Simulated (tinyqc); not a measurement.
CMOS inverter, nodal equation and switching: one step of the calculation.

An n-channel pull-down (bn, VTn) and a p-channel pull-up (bp, VTp) share the input Vin and the output node Vout, which carries the load C. Transistor (EKV form, voltages against the body): I = 2 n b Vt^2 [F(vp - Vs) - F(vp - Vd)] from drain to source, F(v) = ln^2(1 + exp(v/(2 Vt))), vp = (Vg - VT + sg |Vd - Vs|)/n. n-channel bodies are at 0; for the p-channel device all voltages are counted down from Vdd. b in uA/V^2 gives I in uA. Static: In = Ip. Transient: C dVout/dt = Ip - In. No velocity saturation, no gate capacitance beyond C.

Problem. Transfer curve. For each Vin solve In = Ip; gain = dVout/dVin.

Inputs (values chosen for the exercise):
```
symbol  value    unit                                  meaning
T         300       K                              temperature
Vdd       0.4       V                           supply voltage
n        1.33                                     slope factor
sg      0.036                   drain-induced barrier lowering
VTn      0.44       V                      n-channel threshold
VTp      0.26       V          p-channel threshold (magnitude)
bn        670  uA/V^2  gain factor of the pull-down transistor
bp        670  uA/V^2    gain factor of the pull-up transistor
Vin       0.2       V                            input voltage
```

Constants: q = 1.602176634e-19 C, kB = 1.380649e-23 J/K, Vt = kB T/q. Results are converted to the units shown.

Vin, point 0 to 10 (V): [0, 0.04, 0.08, 0.12, 0.16, 0.2, 0.24, 0.28, 0.32, 0.36, 0.4]

Give: Vout; supply current; gain.

Solution.

```
point  Vout (V)  supply current (uA)     gain
0       0.40000            5.0037e-6   0.0000
1       0.40000            1.5989e-5   0.0000
2       0.40000            5.1029e-5  -0.0001
3       0.39999            1.6249e-4  -0.0003
4       0.39995            5.1532e-4  -0.0023
5       0.39966            0.0016224  -0.0176
6       0.39713            0.0050342  -0.1594
7       0.35796             0.014756  -4.5502
8       0.00919            0.0087610  -0.5718
9       0.00097            0.0028653  -0.0516
10      0.00013            9.1546e-4  -0.0062
```

The switching point Vin = Vout lies at 0.2866 V, with a gain of -21.8.

Program tinyqc, `OMP_NUM_THREADS=1 python tinyqc.py 2340084 2340085 out.jsonl`; Intel Xeon 2.30GHz, shared host, one thread, about 0.03 s.
